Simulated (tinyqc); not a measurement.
Permittivity of the insulator from five potentials.

Problem. A node lies on a semiconductor-insulator interface. Steps: hs = tb/2 down into the semiconductor, ho = tox/2 up into the insulator, hy = L/6 sideways. The flux balance of its box reads eox (hy/ho)(above - node) + eps_r (hy/hs)(below - node) + [(eps_r hs + eox ho)/(2 hy)](left + right - 2 node) - q Na (hs/2) hy/eps0 = 0. Find eox.

Values chosen for this exercise; semiconductor permittivity close to that of gallium nitride:
- eps_r = 9.5 (relative permittivity of the semiconductor)
- tb = 4 nm (half the body thickness)
- tox = 3.5 nm (insulator thickness)
- L = 24 nm (channel length)
- Na = 0 cm^-3 (acceptor density of the depleted body)

Constants: q = 1.602176634e-19 C, eps0 = 8.8541878128e-14 F/cm where lengths are in cm. Results are converted to the units shown.

psi (V): node 0.27261119, above 0.17446124, below 0.31985863, left 0.17067615, right 0.57

Solution. The balance is linear in eox.

eox = 7.50

Computed by the program tinyqc: `OMP_NUM_THREADS=1 python tinyqc.py 2480112 2480113 out.jsonl`, one thread of a shared Intel Xeon 2.30GHz, about 0.2 s for the whole run.
